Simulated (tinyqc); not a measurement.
# CMOS latch-up, two-transistor model: what changes with what

A parasitic pnp (emitter at Vdd, base shunted by Rw) and npn (emitter at ground, base shunted by Rs) feed each other: the npn collector current flows out of the pnp base node, the pnp collector current into the npn base node. Forward-active transistors with constant gains: Icn = Isn exp(Vn/Vt), Icp = Isp (exp(Vp/Vt) - 1). A current Ii is injected into the npn base node.

Parameters, values chosen for the exercise; values close to those of bulk CMOS: temperature T = 350 K; current gain of the npn bn = 11.3; current gain of the pnp bp = 3.4; saturation current of the npn at T Isn = 8.5e-13 A; saturation current of the pnp at T Isp = 5.5e-13 A; substrate resistance shunting the npn Rs = 130 ohm; well resistance shunting the pnp Rw = 3800 ohm; resistance from the pnp collector to the npn base R2 = 130 ohm; base-emitter voltage in the on state Von = 0.62 V; saturation voltage Vsat = 0.19 V; supply voltage Vdd = 1.2 V.

Constants: q = 1.602176634e-19 C, kB = 1.380649e-23 J/K, Vt = kB T/q. Results are converted to the units shown.

Each table varies one quantity; the others keep the values above.

## Effect of the current gain of the pnp

Node equations: Vp/Rw + Icp/bp = Icn and Vn/Rs + Icn/bn = Icp + Ii. Loop gain G = gn gp/[(1/Rw + gp/bp)(1/Rs + gn/bn)], gn = Icn/Vt, gp = (Icp + Isp)/Vt; the off state ends where G = 1, and Ii there is the trigger current. On state with both base-emitter voltages at Von: npn base current Ib = (Von/Rs + bp Von/Rw)/(bn bp - 1), holding current Ih = (bn + 1) Ib + Von/Rs, holding voltage Vh = Vsat + Von + R2 (Ib + Von/Rs).

Result of one run:
```
bp   Vn at trigger (V)  trigger current (mA)  Ih (mA)  Vh (V)
6.1             0.5708                 4.384    5.813   1.441
```

What becomes of these results when the current gain of the pnp bp is changed from 6.1 to 0.41, all else the same?

Result of the changed run:
```
bp    Vn at trigger (V)  trigger current (mA)  Ih (mA)  Vh (V)
0.41             0.6206                 4.603    21.14   1.603
```

The whole series:
```
bp    Vn at trigger (V)  trigger current (mA)  Ih (mA)  Vh (V)
0.1              0.7206                 5.328    457.6   6.216
0.21             0.6497                 4.798    47.80   1.885
0.41             0.6206                 4.603    21.14   1.603
0.8              0.5975                 4.477    12.27   1.509
1.6              0.5793                 4.410    8.392   1.468
3.1              0.5726                 4.391    6.676   1.450
6.1              0.5708                 4.384    5.813   1.441
12               0.5702                 4.382    5.384   1.436
```

As bp goes from 0.1 to 12, the trigger current falls from 5.33 to 4.38 mA, Ih falls from 458 to 5.38 mA and Vh falls from 6.22 to 1.44 V. Vh exceeds the supply Vdd = 1.2 V, which then cannot sustain a latched state, in 8 of the 8 rows. For bp = 0.053 the product of the gains is about one or less, so there is no latched state. For bp = 0.1 the holding current passes 50 mA, where high injection lowers the gains. For bp = 0.1, 0.21, 0.41 Vn at the trigger exceeds the fixed Von of the on-state formulas, so Ih and Vh are too low there.

## Effect of the well resistance shunting the pnp

Same model as above.

Effect of the well resistance shunting the pnp:
```
Rw (ohm)  Vn at trigger (V)  trigger current (mA)  Ih (mA)  Vh (V)
380                 0.63997                5.0245   8.1603  1.4658
730                 0.62016                4.8152   7.2861  1.4566
1400                0.60071                4.6354   6.8318  1.4518
2700                0.58166                4.4704   6.5935  1.4493
5300                0.56389                4.3138   6.4676  1.4480
10000               0.55358                4.1874   6.4062  1.4473
20000               0.55081                4.0962   6.3715  1.4469
38000               0.55019                4.0499   6.3551  1.4468
```

As Rw goes from 380 to 38000 ohm, the trigger current falls from 5.02 to 4.05 mA, Ih falls from 8.16 to 6.36 mA and Vh falls from 1.47 to 1.45 V. Vh exceeds the supply Vdd = 1.2 V, which then cannot sustain a latched state, in 8 of the 8 rows. For Rw = 380, 730 Vn at the trigger exceeds the fixed Von of the on-state formulas, so Ih and Vh are too low there.

Program tinyqc, `OMP_NUM_THREADS=1 python tinyqc.py 2670149 2670150 out.jsonl`; Intel Xeon 2.30GHz, shared host, one thread, about 0.06 s.
